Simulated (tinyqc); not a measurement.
Schottky diode by the thermionic emission-diffusion theory: two steps of the calculation.

Metal on an n-type semiconductor with one parabolic valley; V > 0 is forward bias (metal positive). The band bends as a parabola over the depletion layer, by Vd = Vbi - V; no image force. Carriers drift and diffuse up to the interface and leave it with the velocity vR.

Values chosen for this exercise; band and dielectric values close to those of gallium arsenide: temperature T = 400 K; electron mass me = 0.068 m0; relative permittivity eps_r = 12.7; electron mobility mun = 8000 cm^2/(V s); barrier height seen from the metal phi = 0.81 eV; donor density Nd = 3.2e15 cm^-3; bias V = 0.19 V.

Constants: q = 1.602176634e-19 C, kB = 1.380649e-23 J/K, h = 6.62607015e-34 J s, m0 = 9.1093837015e-31 kg, Vt = kB T/q, eps0 = 8.8541878128e-14 F/cm where lengths are in cm. Results are converted to the units shown.

Task 1. Emission velocity. A* = 4 pi q me m0 kB^2/h^3 (times 1e-4 for A/(cm^2 K^2)); Nc = 2 (2 pi me m0 kB T/h^2)^1.5 (times 1e-6 for cm^-3); Vbi = phi - Vt ln(Nc/Nd); vR = A* T^2/(q Nc).

Find: A*; Nc; Vbi; vR.

Result 1.

A* = 8.172 A/(cm^2 K^2)
Nc = 6.851e17 cm^-3
Vbi = 0.6250 V
vR = 1.191e7 cm/s

vR equals sqrt(kB T/(2 pi me m0)).

Task 2. Diffusion velocity. LD = sqrt(eps0 eps_r Vt/(q Nd)), a = sqrt((Vbi - V)/Vt), D(a) = exp(-a^2) int_0^a exp(s^2) ds (Dawson), vD = mun Vt/(sqrt(2) LD D(a)). For large a, vD tends to mun times the surface field sqrt(2 q Nd (Vbi - V)/(eps0 eps_r)).

Vbi = 0.62502412 V

Find: LD; a; D(a); vD; mun times the surface field.

Result 2.

LD = 86.949 nm
a = 3.5526
D(a) = 0.14718
vD = 1.5237e8 cm/s
mun times the surface field = 1.5934e8 cm/s

Computed by the program tinyqc: `OMP_NUM_THREADS=1 python tinyqc.py 2640030 2640031 out.jsonl`, one thread of a shared Intel Xeon 2.30GHz, about 0.01 s for the whole run.
